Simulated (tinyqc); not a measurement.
# Frequency dispersion of an accumulation capacitance by border traps, distributed model: two studies

Traps spread evenly through the insulator exchange electrons with the semiconductor by tunnelling, with tau(x) = t0 exp(2 ka x) at depth x from the interface. The admittance per area Y seen at depth x obeys dY/dx = -Y^2/(i w eps0 eox) + q Nb ln(1 + i w tau)/tau, with Y(0) = i w Cs and w = 2 pi f; the gate sees Y(tox) = G + i w C. Working variable y = Y/(i w), in uF/cm^2. Cox = eps0 eox/tox.

Inputs (values chosen for the exercise); permittivity close to that of zirconium oxide: relative permittivity of the insulator eox = 22.9; insulator thickness tox = 5.1 nm; semiconductor capacitance in accumulation Cs = 1.6 uF/cm^2; density of border traps Nb = 6.5e18 cm^-3 eV^-1; decay constant of the wave function in the insulator ka = 4.6 1/nm; time constant of a trap at the interface t0 = 3e-10 s; frequency f = 10000 Hz.

Constants: q = 1.602176634e-19 C, eps0 = 8.8541878128e-14 F/cm where lengths are in cm. Results are converted to the units shown.

Each table varies one quantity; the others keep the values above.

## Capacitance and loss against frequency

Cox; trap-free value 1/(1/Cox + 1/Cs); response depth d = ln(1/(w t0))/(2 ka), where w tau = 1; lumped estimate: all traps within d act as C_bt = q Nb d placed at d/2, so C = 1/{1/[1/(1/Cs + d/(2 eps0 eox)) + C_bt] + (tox - d/2)/(eps0 eox)}. C and G from a fine integration; dispersion -d C/d log10 f over C, from f times and over 1.1. For a broad spread of time constants G/w is close to -(pi/2) dC/d ln w.

The same in every row: trap-free C (uF/cm^2) = 1.141.

Capacitance and loss against frequency:

| f (Hz) | d (nm) | C (uF/cm^2) | G/w (uF/cm^2) | dispersion (% a decade) | -(pi/2) dC/d ln w (uF/cm^2) | lumped C (uF/cm^2) |
|---|---|---|---|---|---|---|
| 10 | 1.933 | 1.264 | 0.01165 | 1.351 | 0.01165 | 1.256 |
| 100 | 1.683 | 1.247 | 0.01129 | 1.326 | 0.01128 | 1.239 |
| 1000 | 1.433 | 1.231 | 0.01093 | 1.302 | 0.01093 | 1.224 |
| 10000 | 1.183 | 1.215 | 0.01059 | 1.278 | 0.01059 | 1.208 |
| 1e5 | 0.9322 | 1.200 | 0.01027 | 1.255 | 0.01027 | 1.193 |
| 1e6 | 0.6819 | 1.185 | 0.009952 | 1.232 | 0.009955 | 1.178 |
| 1e7 | 0.4317 | 1.171 | 0.009604 | 1.209 | 0.009654 | 1.164 |

C falls from 1.264 to 1.171 uF/cm^2, towards the trap-free 1.141; each decade of frequency removes ln 10/(2 ka) = 0.250 nm from the response depth. The dispersion falls from 1.35 to 1.21 % a decade and G/w falls from 0.0117 to 0.00960 uF/cm^2. G/w lies between 0.995 and 1.00 times -(pi/2) dC/d ln w, the relation for a broad spread of time constants.

## Effect of the density of border traps

Same model as above.

The same in every row: d (nm) = 1.183; trap-free C (uF/cm^2) = 1.141.

Effect of the density of border traps:

| Nb (cm^-3 eV^-1) | C (uF/cm^2) | G/w (uF/cm^2) | dispersion (% a decade) | -(pi/2) dC/d ln w (uF/cm^2) | lumped C (uF/cm^2) |
|---|---|---|---|---|---|
| 1e18 | 1.152 | 0.001680 | 0.2136 | 0.001680 | 1.151 |
| 2e18 | 1.164 | 0.003341 | 0.4207 | 0.003341 | 1.162 |
| 6e18 | 1.209 | 0.009806 | 1.188 | 0.009805 | 1.203 |
| 1e19 | 1.254 | 0.01600 | 1.870 | 0.01599 | 1.243 |
| 3e19 | 1.460 | 0.04327 | 4.341 | 0.04325 | 1.430 |
| 7e19 | 1.810 | 0.08366 | 6.766 | 0.08354 | 1.746 |
| 2e20 | 2.575 | 0.1473 | 8.347 | 0.1467 | 2.437 |
| 4e20 | 3.215 | 0.1755 | 7.950 | 0.1744 | 3.010 |

As Nb goes from 1e18 to 4e20, C rises from 1.15 to 3.22 uF/cm^2, the dispersion goes from 0.214 through a maximum of 8.35 (at Nb = 2e20 among the rows listed) to 7.95 % a decade and G/w rises from 0.00168 to 0.176 uF/cm^2. The lumped estimate is 0.094 % below C in the first row and 6.4 % below it in the last. The dispersion goes as Nb^(0.98) between the first two rows and Nb^(-0.07) between the last two: dense traps near the interface screen those behind them.

Program tinyqc, `OMP_NUM_THREADS=1 python tinyqc.py 2202120 2202121 out.jsonl`; Intel Xeon 2.30GHz, shared host, one thread, about 0.3 s.
